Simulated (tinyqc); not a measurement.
Band offset of a heterojunction with an interface dipole (two-band chains, self-consistent charge): sweeps and comparisons. A value that a table varies takes the place of the one given here.

Sites alternate A, C. Left: A at -G1/2, C at +G1/2, hopping -t1; right: A at D - G2/2, C at D + G2/2, hopping -t2; the bonds across the two interfaces of a ring (C left to A right, C right to A left) have -sqrt(t1 t2). D is the offset of the mid-gaps, so Ev(right) - Ev(left) = D - (G2 - G1)/2 and Ec(right) - Ec(left) = D + (G2 - G1)/2. The closing bond has its sign reversed (antiperiodic ring). Half the levels are filled with two electrons each. The charge moved is q = (electrons on the left) less one a site; the mean over the two interfaces, q/2, is taken as the charge that crosses each, and its dipole opposes the offset: D = D0 - u q/2.

From here on the ring has 24 cells a side.

Values chosen for the exercise (gaps near those of GaN and AlN; the chains and D0 are free models, so the offsets are not those of the real pair; shifted at random, so the results belong to these values and not to a real crystal):

| symbol | value | unit | meaning |
|---|---|---|---|
| G1 | 3.38 | eV | gap on the left |
| G2 | 6.18 | eV | gap on the right |
| t1 | 1.91 | eV | hopping on the left |
| t2 | 2.45 | eV | hopping on the right |
| u | 8.1 | eV | potential step per electron moved across |
| D0 | -1.67 | eV | mid-gap of the right side above that of the left, without dipole |

## Where the moved charge sits

D = -1.21587 eV

Electrons in cell k from an interface at the self-consistent D, less those at D = 0. Interface 1 joins C left to A right, interface 2 C right to A left. The decay lengths 1/(2 kappa a) are those of mid-gap states, cosh(kappa a) = 1 + G^2/(8 t^2).

Change of the electron count:

| k | left of 1 | right of 1 | left of 2 | right of 2 |
|---|---|---|---|---|
| 1 | -0.03879 | 0.04087 | -0.06034 | 0.06321 |
| 2 | -0.00434 | 0.00276 | -0.00677 | 0.00463 |
| 3 | -0.00063 | 0.00022 | -0.00097 | 0.00038 |
| 4 | -0.00010 | 0.00002 | -0.00015 | 0.00003 |
| 5 | -0.00002 | 0.00000 | -0.00002 | 0.00000 |
| 6 | 0.00000 | 0.00000 | 0.00000 | 0.00000 |

decay lengths (cells): left 0.583, right 0.420

What can be read from the table?

Over six cells interface 1 moves -0.0439 electrons to the left side and +0.0439 to the right, interface 2 -0.0683 and +0.0683: each change is a dipole, and the two differ because the bonds join different sites. The first cells hold 91 % of it at interface 1. The tail is longer on the left, where the gap is smaller against the hopping: from k = 2 to 4 it falls by a factor 44.5, and pure mid-gap decay would give 31; the exponential carries a prefactor that falls as a power of the distance, so the first cells drop faster.

## Screening of the starting offset

chi = 0.088436 1/eV

D0 is varied; the self-consistent D is found by bisection. chi = dq/dD at D = 0; the linear rule is D = S D0 with S = 1/(1 + u chi/2). The gap of the junction closes (type III) at |D| = (G1 + G2)/2.

Against D0:

| 2 D0/(G1 + G2) | D0 (eV) | q at D0 | D (eV) | D/D0 | linear (eV) |
|---|---|---|---|---|---|
| -0.85 | -4.063 | -0.5619 | -2.8087 | 0.6913 | -2.9915 |
| -0.55 | -2.629 | -0.2822 | -1.8833 | 0.7164 | -1.9357 |
| -0.30 | -1.434 | -0.1344 | -1.0471 | 0.7302 | -1.0558 |
| -0.15 | -0.717 | -0.0643 | -0.5268 | 0.7348 | -0.5279 |
| 0.10 | 0.478 | 0.0425 | 0.3516 | 0.7356 | 0.3519 |
| 0.25 | 1.195 | 0.1100 | 0.8748 | 0.7320 | 0.8799 |
| 0.50 | 2.390 | 0.2482 | 1.7201 | 0.7197 | 1.7597 |
| 0.80 | 3.824 | 0.5040 | 2.6614 | 0.6960 | 2.8156 |
| 0.95 | 4.541 | 0.6982 | 3.0945 | 0.6815 | 3.3435 |

What can be read from the table?

D/D0 lies between 0.681 and 0.736, against S = 0.736 from chi at D = 0; the linear rule misses by at most 249 meV. q is odd in D. Less than half of the starting offset is screened, so the natural line-up still counts most.

## Wider gaps screen less

G2 is varied. chi = (q(+0.01) - q(-0.01))/0.02 at D = 0, S = 1/(1 + u chi/2).

Against G2:

| G2 (eV) | chi (1/eV) | S |
|---|---|---|
| 0.7 | 0.26163 | 0.4855 |
| 1.1 | 0.23407 | 0.5133 |
| 1.5 | 0.21204 | 0.5380 |
| 2.3 | 0.17779 | 0.5814 |
| 3.4 | 0.14328 | 0.6328 |
| 5.5 | 0.09897 | 0.7139 |
| 7.0 | 0.07749 | 0.7611 |
| 9.0 | 0.05695 | 0.8126 |

What does this show?

chi falls from 0.2616 to 0.0570 1/eV, a factor 4.6, and S rises from 0.486 to 0.813: charge crosses through the tails of states that tunnel into the other gap, and these shorten as the gap widens. u is kept fixed, though a wider gap also screens less and would raise it.

## What each parameter does

Self-consistent D by bisection, q there, and the two offsets. Each row changes one parameter from the base and keeps the others.

Results:

| case | D (eV) | q | valence offset (eV) | conduction offset (eV) |
|---|---|---|---|---|
| base | -1.2159 | -0.1121 | -2.6159 | 0.1841 |
| G1 = 3.887 eV | -1.2408 | -0.1060 | -2.3873 | -0.0943 |
| G2 = 7.107 eV | -1.2635 | -0.1004 | -3.1270 | 0.6000 |
| t1 = 2.196 eV | -1.2056 | -0.1147 | -2.6056 | 0.1944 |
| t2 = 2.817 eV | -1.2065 | -0.1144 | -2.6065 | 0.1935 |
| D0 = -1.92 eV | -1.3929 | -0.1301 | -2.7929 | 0.0071 |
| u = 9.315 eV | -1.1693 | -0.1075 | -2.5693 | 0.2307 |

What does this show?

The largest shifts from the base row, up to three for each result and ties (the steps differ in size, so this ranks the rows, not the parameters). D (eV): D0 -0.1770, G2 -0.0476, u +0.0465. q: D0 -0.0180, G2 +0.0118, G1 +0.0062. valence offset (eV): G2 -0.5111, G1 +0.2285, D0 -0.1770. conduction offset (eV): G2 +0.4159, G1 -0.2785, D0 -0.1770.

Program tinyqc; command `OMP_NUM_THREADS=1 python tinyqc.py 1451354 1451355 out.jsonl`; about 0.4 s on one thread of a shared Intel(R) Xeon(R) Processor @ 2.30GHz.
